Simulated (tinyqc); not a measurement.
sp3s* tight binding: one step. Levels at Gamma. Four cases, with inputs chosen for the exercise.

Question. At k = 0 only g0 = 1 is left and H falls into 2 x 2 blocks [[E_a, V], [V, E_c]] with roots (E_a + E_c)/2 -/+ sqrt(((E_a - E_c)/2)^2 + V^2); the s* levels stay uncoupled. The direct gap runs from the highest lower root of the p blocks to the lowest upper root.

Case 1.

Values chosen (near a published set for Si, fitted to gaps, whose masses and valley positions are rough; shifted at random, so the results belong to these values and not to a real crystal):
- Esa = -4.219 eV (s level of the anion)
- Esc = -4.219 eV (s level of the cation)
- Epa = 1.706 eV (p level of the anion)
- Epc = 1.706 eV (p level of the cation)
- Vss = -8.339 eV (s-s)
- Vxx = 1.705 eV (px-px)

Case 2.

Values chosen (near a published set for diamond, fitted to gaps, whose masses and valley positions are rough; shifted at random, so the results belong to these values and not to a real crystal):
- Esa = -4.557 eV (s level of the anion)
- Esc = -4.557 eV (s level of the cation)
- Epa = 3.832 eV (p level of the anion)
- Epc = 3.832 eV (p level of the cation)
- Vss = -22.66 eV (s-s)
- Vxx = 3.837 eV (px-px)

Case 3.

Values chosen (near a published set for Si, fitted to gaps, whose masses and valley positions are rough; shifted at random, so the results belong to these values and not to a real crystal):
- Esa = -4.19 eV (s level of the anion)
- Esc = -4.19 eV (s level of the cation)
- Epa = 1.721 eV (p level of the anion)
- Epc = 1.721 eV (p level of the cation)
- Vss = -8.266 eV (s-s)
- Vxx = 1.724 eV (px-px)

Case 4.

Values chosen (near a published set for Ge, fitted to gaps, whose masses and valley positions are rough; shifted at random, so the results belong to these values and not to a real crystal):
- Esa = -5.959 eV (s level of the anion)
- Esc = -5.959 eV (s level of the cation)
- Epa = 1.614 eV (p level of the anion)
- Epc = 1.614 eV (p level of the cation)
- Vss = -6.867 eV (s-s)
- Vxx = 1.627 eV (px-px)

Give: Blocks at Gamma (eV); direct gap at Gamma.

Answer.

Case 1.

Blocks at Gamma (eV):
```
block,E_a,E_c,V,lower root,upper root
s (Gamma1),-4.2190,-4.2190,-8.3390,-12.5580,4.1200
p (Gamma15),1.7060,1.7060,1.7050,0.0010,3.4110
```

direct gap at Gamma = 3.4100 eV

The lowest empty level at Gamma is p-like.

Case 2.

Blocks at Gamma (eV):
```
block,E_a,E_c,V,lower root,upper root
s (Gamma1),-4.5570,-4.5570,-22.6600,-27.2170,18.1030
p (Gamma15),3.8320,3.8320,3.8370,-0.0050,7.6690
```

direct gap at Gamma = 7.6740 eV

The lowest empty level at Gamma is p-like.

Case 3.

Blocks at Gamma (eV):
```
block,E_a,E_c,V,lower root,upper root
s (Gamma1),-4.1900,-4.1900,-8.2660,-12.4560,4.0760
p (Gamma15),1.7210,1.7210,1.7240,-0.0030,3.4450
```

direct gap at Gamma = 3.4480 eV

The lowest empty level at Gamma is p-like.

Case 4.

Blocks at Gamma (eV):
```
block,E_a,E_c,V,lower root,upper root
s (Gamma1),-5.9590,-5.9590,-6.8670,-12.8260,0.9080
p (Gamma15),1.6140,1.6140,1.6270,-0.0130,3.2410
```

direct gap at Gamma = 0.9210 eV

The lowest empty level at Gamma is s-like.

Computed by tinyqc, one run a case: `OMP_NUM_THREADS=1 python tinyqc.py N N+1 out.jsonl` with N = 1450923, 1450961, 1450971, 1450991; one thread of a shared Intel(R) Xeon(R) Processor @ 2.30GHz, about 0.1 s a run at most.
